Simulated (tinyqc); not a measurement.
Worked calculation: power iteration on a symmetric matrix. One step of it, computed by the program tinyqc.

Task: Step 2. w = (A - shift) v; v' = w/|w| with its largest component positive (the first on a tie); lambda = v'^T A v'.

A:
```
           1          2          3          4          5          6
1   0.270000   1.142000   1.368000  -0.359000  -0.232000  -0.581000
2   1.142000   0.397000   1.022000  -1.248000  -0.784000  -0.240000
3   1.368000   1.022000   1.886000  -0.090000   0.641000   0.278000
4  -0.359000  -1.248000  -0.090000   2.495000  -0.125000   0.777000
5  -0.232000  -0.784000   0.641000  -0.125000   3.284000  -1.305000
6  -0.581000  -0.240000   0.278000   0.777000  -1.305000   4.278000
```

vector after step 1: -0.056731  -0.393793  0.836906  -0.097107  -0.089696  0.351884

shift = 1.830000

Give: vector after step 2; Rayleigh quotient after step 2.

Result:

vector after step 2: 0.290  0.668  -0.175  0.300  0.128  0.577

Rayleigh quotient after step 2 = 0.921
